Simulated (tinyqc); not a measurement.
Standing waves and exposure in a photoresist film: sweeps and comparisons. A value that a table varies takes the place of the one given here.

Normal incidence from air. Unexposed resist: N1 = n1 + i k1 with k1 = (A + B) lam/(4 pi), lam in micrometres. r01 = (1 - N1)/(1 + N1), t01 = 2/(1 + N1). Below the resist lie the layer Na = na + i ka and the substrate Ns = ns + i ks: r12 = (r1a + ras x)/(1 + r1a ras x), x = exp(4 pi i Na da/lam), r1a = (N1 - Na)/(N1 + Na), ras = (Na - Ns)/(Na + Ns). With p = exp(2 pi i N1 d/lam), the field at depth z is E(z) = t01 [exp(2 pi i N1 z/lam) + r12 p^2 exp(-2 pi i N1 z/lam)]/(1 + r01 r12 p^2), the relative intensity I(z) = n1 |E(z)|^2 and the reflectance R = |(r01 + r12 p^2)/(1 + r01 r12 p^2)|^2.

Inputs chosen for the exercise (a resist on Si, indices near tabulated ones; the results hold for these values, not for the real material): lam = 193 nm (vacuum wavelength); n1 = 1.7 (resist index); A = 0.09 1/micrometre (bleachable absorption (Dill A)); B = 0.79 1/micrometre (fixed absorption (Dill B)); d = 189 nm (resist thickness); ns = 0.875 (substrate n); ks = 2.817 (substrate k); na = 1.793 (n of the bottom antireflection layer); ka = 0.304 (its k); da = 89 nm (its thickness).

## Swing of the coupled dose with resist thickness

The mean of I is taken over 800 depths; the relative dose to clear is taken as 1/(mean of I over the lowest period, 60 depths), scaled to 1 in the first row.

Swing:

| d (nm) | R | mean I | relative dose |
|---|---|---|---|
| 189.0 | 0.0641 | 0.8651 | 1.000 |
| 198.5 | 0.0382 | 0.8894 | 0.982 |
| 207.9 | 0.0470 | 0.8825 | 1.001 |
| 217.4 | 0.0800 | 0.8494 | 1.046 |
| 226.8 | 0.1029 | 0.8219 | 1.080 |
| 236.3 | 0.0952 | 0.8216 | 1.079 |
| 245.8 | 0.0639 | 0.8458 | 1.052 |
| 255.2 | 0.0395 | 0.8670 | 1.034 |
| 264.7 | 0.0479 | 0.8594 | 1.053 |
| 274.1 | 0.0790 | 0.8287 | 1.098 |
| 283.6 | 0.1010 | 0.8034 | 1.134 |
| 293.1 | 0.0936 | 0.8039 | 1.133 |
| 302.5 | 0.0641 | 0.8261 | 1.106 |

The period is 56.8 nm, six rows. The relative dose swings between 0.982 and 1.134, a ratio (max - min)/mean of 0.143, against the estimate 4 sqrt(|r01|^2 |r12|^2) exp(-(A + B) d) = 0.074 for the oscillating part alone; the ratio from the table also holds the slow rise from absorption, 10.6 % over two periods, so the two are not strictly comparable. The dose is least sensitive to thickness at an extremum; the lowest dose listed is at 198.5 nm.

## Tuning the antireflection layer

da takes the values listed; the contrast is (Imax - Imin)/(Imax + Imin) over the lowest period of the resist (60 depths).

Results:

| da (nm) | \|r12\|^2 | contrast |
|---|---|---|
| 0 | 0.5832 | 0.953 |
| 10 | 0.3719 | 0.874 |
| 20 | 0.1552 | 0.673 |
| 30 | 0.0724 | 0.502 |
| 40 | 0.0832 | 0.536 |
| 50 | 0.1028 | 0.556 |
| 60 | 0.0780 | 0.496 |
| 75 | 0.0111 | 0.211 |
| 90 | 0.0086 | 0.194 |
| 110 | 0.0260 | 0.294 |
| 140 | 0.0031 | 0.101 |

|r12|^2 starts at 0.5832 and is lowest, 0.0031, at 140 nm of those listed, where the contrast is 0.101 against 0.953. The contrast follows 2|r|/(1 + |r|^2), so even |r12|^2 = 0.01 leaves about 0.2. Values below 0.01 occur at 90 and 140 nm.

## What moves the exposure

The mean of I is over 800 depths. Each row changes one parameter from the base and keeps the others.

Results:

| case | \|r12\|^2 | R | mean I | I at the bottom |
|---|---|---|---|---|
| base | 0.0071 | 0.0641 | 0.8651 | 0.6724 |
| d = 199 nm | 0.0071 | 0.0377 | 0.8899 | 0.6846 |
| n1 = 1.717 | 0.0064 | 0.0601 | 0.8684 | 0.6820 |
| B = 0.99 1/micrometre | 0.0072 | 0.0645 | 0.8487 | 0.6471 |
| ks = 2.535 | 0.0078 | 0.0601 | 0.8704 | 0.6670 |
| da = 99 nm | 0.0228 | 0.0270 | 0.9308 | 0.6464 |
| ka = 0.395 | 0.0066 | 0.0413 | 0.8938 | 0.7141 |

The largest shifts from the base row, up to three for each result and ties (the steps differ in size, so this ranks the rows, not the parameters). |r12|^2: da +0.0157, n1 -0.0008, ks +0.0007; unchanged at the printed digits by d. R: da -0.0371, d -0.0264, ka -0.0228. mean I: da +0.0658, ka +0.0287, d +0.0248. I at the bottom: ka +0.0417, da -0.0259, B -0.0253.

Run: tinyqc, `OMP_NUM_THREADS=1 python tinyqc.py 1651184 1651185 out.jsonl`; Intel(R) Xeon(R) Processor @ 2.30GHz, one thread, shared host; about 0.01 s of CPU time with all checks.
